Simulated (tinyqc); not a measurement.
Transmission spectrum against simple models: phonon transmission through an interface between two chains by Green functions. Computed by tinyqc, a small Python program. Command: `OMP_NUM_THREADS=1 python tinyqc.py 3013158 3013159 out.jsonl agf walk`. One thread of a shared host (Intel(R) Xeon(R) Processor @ 2.30GHz), about 0.01 s of CPU time with the checks.

Two semi-infinite chains (masses m_1, m_2; springs k_1, k_2), motion along the chain. The central region holds the end atom of each chain and one interlayer atom of mass m_b, joined by springs k_b. lambda = omega^2 in eV/(angstrom^2 u); nu = 15.6333042 THz x sqrt(lambda).

Inputs (values chosen for the exercise, for two model chains):
```
quantity                          value           unit
mass m_1                           70.6              u
spring k_1                         8.15  eV/angstrom^2
mass m_2                            270              u
spring k_2                         6.15  eV/angstrom^2
junction spring k_b               0.722  eV/angstrom^2
interlayer mass m_b                 132              u
probe frequency / lower band top   0.83              -
```

Atoms in the interlayer: one.

Constants: nu for 1 eV/(angstrom^2 u) = 15.6333042 THz.

Method:
- nu_max = 15.6333042 THz x 2 sqrt(k/m); impedance Z = sqrt(k m); long-wave transmission 4 Z_1 Z_2/(Z_1 + Z_2)^2; the probe frequency is the given share of the lower band top.
- In chain i, sin(q_i a/2) = nu/nu_max,i. An outgoing wave makes the next atom move as exp(i q_i a) times the end atom, so the lead adds the self-energy Sigma_i = -k_i exp(i q_i a) to the force-constant matrix; Gamma_i = -2 Im Sigma_i = 2 k_i sin(q_i a).
- A = lambda M - K - Sigma over the central atoms, with K_ii the sum of the springs at i, K_(i,i+1) = -k_b; G = inverse of A; transmission = Gamma_1 Gamma_2 |G_(first,last)|^2.
- Long-wave value 4 Z_1 Z_2/(Z_1 + Z_2)^2. Continuum estimate, with omega = sqrt(lambda): a slab of impedance Z_b = sqrt(k_b m_b) and phase p = omega x (number of interlayer atoms) x sqrt(m_b/k_b), tau = 4 Z_1 Z_2/[(Z_1 + Z_2)^2 cos^2 p + (Z_b + Z_1 Z_2/Z_b)^2 sin^2 p].

band top of chain 1 = 10.6232 THz

band top of chain 2 = 4.71885 THz

long-wave transmission = 0.932958

Z_1 = 23.9873 sqrt(eV u)/angstrom

Z_2 = 40.7492 sqrt(eV u)/angstrom

Transmission:
```
nu/nu_top  nu (THz)  Green function  long-wave value  continuum estimate
0.05         0.2359         0.71491          0.93296             0.86604
0.15         0.7078         0.32063          0.93296             0.57543
0.25         1.1797         0.32430          0.93296             0.39422
0.35         1.6516         0.93199          0.93296             0.32810
0.45         2.1235         0.06162          0.93296             0.33907
0.55         2.5954         0.00832          0.93296             0.43421
0.65         3.0673         0.00196          0.93296             0.65947
0.75         3.5391         0.00059          0.93296             0.92172
0.85         4.0110         0.00019          0.93296             0.78089
0.92         4.3413         0.00008          0.93296             0.57477
0.98         4.6245         0.00003          0.93296             0.44917
```

What does the comparison show, and why?

The transmission starts at the impedance value 0.933 and vanishes at the lower band top, 4.72 THz, above which chain 2 has no states. It first falls below half of that value at nu/nu_top = 0.15. The continuum estimate misses by more than 0.05 from the first row on.
